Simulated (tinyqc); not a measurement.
Wafer and channel orientation: ellipsoidal valleys in the axes of a wafer and a channel.

Valleys with axes a along [111], [1-1-1], [-11-1] and [-1-11], one whole valley each; inverse mass tensor w = 1/mt + (1/ml - 1/mt) a a. Device axes: z = nz/|nz|, x = nx/|nx|, y = z cross x; in them a = (ax, ay, az). Confinement mass mz = 1/w_zz. In the plane w_ij is replaced by u_ij = w_ij - w_iz w_jz/w_zz (i, j = x, y); density-of-states mass md = 1/sqrt(det u); conductivity mass along x mc = 1/u_xx; ballistic transport mass mx = u_yy/det u, width mass my = 1/u_yy.

Hard walls: E_n = c (n pi/t)^2/mz, c = hbar^2/2m0, n = 1, 2, 3. Non-degenerate share of a valley proportional to md sum_n exp(-E_n/kT); mean 1/mc = sum of share/mc. 1 nm = 10 angstrom.

Constants: hbar^2/2m0 = 3.80998211 eV angstrom^2; kB = 8.617333262e-05 eV/K.

Inputs chosen for the exercise (near those of the L valleys of Ge; shifted at random, so the results belong to these values and not to a real crystal):
- ml = 1.576 m0 (longitudinal mass)
- mt = 0.084 m0 (transverse mass)
- t = 8.5 nm (thickness of the film)
- T = 300 K (temperature)

For each face/channel: the lowest ladder (mz, number of valleys, md, E1, share) and the mean conductivity mass over all valleys.

Cases:

| face/channel |
|---|
| (001)/[100] |
| (113)/[1-10] |
| (112)/[11-1] |
| (110)/[001] |
| (111)/[11-2] |
| (110)/[1-11] |
| (210)/[001] |

Rank the cases by mean mc, lowest first.

Answer: (111)/[11-2], (110)/[1-11], (113)/[1-10], (001)/[100], (112)/[11-1], (210)/[001], (110)/[001].

Results:

| face/channel | mz | valleys | md | E1 (meV) | share | mean mc |
|---|---|---|---|---|---|---|
| (001)/[100] | 0.123 | 4 | 0.301 | 42.4 | 1.000 | 0.1559 |
| (113)/[1-10] | 0.297 | 1 | 0.193 | 17.5 | 0.441 | 0.1308 |
| (112)/[11-1] | 0.530 | 1 | 0.145 | 9.8 | 0.509 | 0.1694 |
| (110)/[001] | 0.228 | 2 | 0.221 | 22.9 | 0.747 | 0.2988 |
| (111)/[11-2] | 1.576 | 1 | 0.084 | 3.3 | 0.555 | 0.1062 |
| (110)/[1-11] | 0.228 | 2 | 0.221 | 22.9 | 0.747 | 0.1285 |
| (210)/[001] | 0.194 | 2 | 0.239 | 26.8 | 0.704 | 0.2176 |

The mean conductivity mass is lowest, 0.1062, for (111)/[11-2] and highest, 0.2988, for (110)/[001]; the bulk value is 0.1227. The confinement energy is lowest on the face with the heaviest mz ((111), 3 meV). The density of states of the lowest ladder, valleys times md, runs between 0.084 and 1.204; a small value limits the charge through the quantum capacitance.

Program tinyqc; command `OMP_NUM_THREADS=1 python tinyqc.py 1850907 1850908 out.jsonl`; about 0.01 s on one thread of a shared Intel(R) Xeon(R) Processor @ 2.30GHz.
